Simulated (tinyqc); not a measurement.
From results back to parameters: Kronig-Penney superlattice by transfer matrices. Three cases, with inputs chosen for the exercise.

Problem. The bottom of the first miniband was computed from a hidden barrier width b.

Wells (width a, potential 0, mass mw) alternate with barriers (width b, height V0, mass mb); period d = a + b; c = hbar^2/2m0. The vector (psi, psi'/m) is continuous, and a layer of thickness t carries it by M = [[cos kt, (m/k) sin kt], [-(k/m) sin kt, cos kt]] with k = sqrt(m (E - V)/c); for E < V, k = i kappa gives [[cosh, (m/kappa) sinh], [(kappa/m) sinh, cosh]] of kappa t. A Bloch state obeys cos(q d) = tr(Mb Mw)/2.

Constants: hbar^2/2m0 = 3.80998211 eV angstrom^2.

Case 1.

Values chosen (near those of a GaAs superlattice with barriers of AlGaAs; not measured data):
- a = 104 angstrom (well width)
- V0 = 0.178 eV (barrier height)
- mw = 0.0682 m0 (mass in the wells)
- mb = 0.0853 m0 (mass in the barriers)

bottom of band 1 = 0.0195193 eV

Case 2.

Values chosen (near those of an InGaAs superlattice with barriers of InAlAs; not measured data):
- a = 38 angstrom (well width)
- V0 = 0.49 eV (barrier height)
- mw = 0.0421 m0 (mass in the wells)
- mb = 0.0763 m0 (mass in the barriers)

bottom of band 1 = 0.1072206 eV

Case 3.

Values chosen (near those of the light valleys of a Si film between layers of SiO2; not measured data):
- a = 12 angstrom (well width)
- V0 = 2.919 eV (barrier height)
- mw = 0.196 m0 (mass in the wells)
- mb = 0.511 m0 (mass in the barriers)

bottom of band 1 = 0.4648376 eV

Find: k; kappa; tanh(kappa b/2); b.

Solution. At q = 0 the lowest state is even about the centres of well and barrier: cos(kz) joins cosh, so (k/mw) tan(k a/2) = (kappa/mb) tanh(kappa b/2), which gives b.

Case 1.

k = 0.01869 1/angstrom
kappa = 0.05957 1/angstrom
tanh(kappa b/2) = 0.5752
b = 22.0 angstrom

Case 2.

k = 0.03442 1/angstrom
kappa = 0.08755 1/angstrom
tanh(kappa b/2) = 0.5461
b = 14.0 angstrom

Case 3.

k = 0.15464 1/angstrom
kappa = 0.57372 1/angstrom
tanh(kappa b/2) = 0.9380
b = 6.0 angstrom

Computed by tinyqc, one run a case: `OMP_NUM_THREADS=1 python tinyqc.py N N+1 out.jsonl` with N = 1280368, 1280388, 1280423; one thread of a shared Intel(R) Xeon(R) Processor @ 2.30GHz, about 0.06 s a run at most.
